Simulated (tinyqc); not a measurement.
Diffused layer (complementary error function), carriers, mobility and sheet resistance: one step of the calculation.

An n-type layer from the surface x = 0 to the junction xj, N(x) = N0 erfc(x/Ld). Local neutrality (no depletion at surface or junction, no spilling of carriers), intrinsic carriers neglected, full ionisation of active dopants.

Problem. Sheet quantities by the trapezoid rule. Dose = integral of N, carrier sheet density = integral of n, 1/Rs = q integral of n mu, mean mobility 1/(q Rs sheet density), Hall mobility (unit Hall factor) = integral of n mu^2 over integral of n mu, Hall sheet density = (integral of n mu)^2/integral of n mu^2; all from 0 to xj.

Constants: q = 1.602176634e-19 C. Results are converted to the units shown.

```
point     x (nm)     N (cm^-3)  n (1e18 cm^-3)  mu (cm^2/(V s))
0       0.000000        1.4e18       1.3970000        1688.1154
1       8.139728  1.1173399e18       1.1143399        1829.3893
2      16.279455  8.5248974e17       0.8494897        2007.8090
3      24.419183  6.1996385e17       0.6169638        2228.6244
4      32.558910  4.2868019e17       0.4256802        2495.4859
5      40.698638  2.8123872e17       0.2782387        2808.5142
6      48.838366  1.7475178e17       0.1717518        3161.8819
7      56.978093  1.0268956e17       0.0996896        3541.7300
8      65.117821  5.6996183e16       0.0539962        3925.8747
9      73.257548  2.9848512e16       0.0268485        4286.6638
10     81.397276  1.4735704e16       0.0117357        4596.9231
11     89.537004  6.8527230e15       0.0038527        4837.0067
12     97.676731          3e15       0.0000000        5000.4503
```

Find: dose; carrier sheet density; Rs; mean mobility; Hall mobility; Hall sheet density.

Solution.

dose = 3.571e12 cm^-2
carrier sheet density = 3.542e12 cm^-2
Rs = 812.5 ohm/square
mean mobility = 2169 cm^2/(V s)
Hall mobility = 2298 cm^2/(V s)
Hall sheet density = 3.343e12 cm^-2

Carriers make up 99.2 % of the dose. A Hall measurement weights the mobile tail, so its sheet density is 5.6 % below the true one.

Computed by the program tinyqc: `OMP_NUM_THREADS=1 python tinyqc.py 2110028 2110029 out.jsonl`, one thread of a shared Intel Xeon 2.30GHz, about 0.01 s for the whole run.
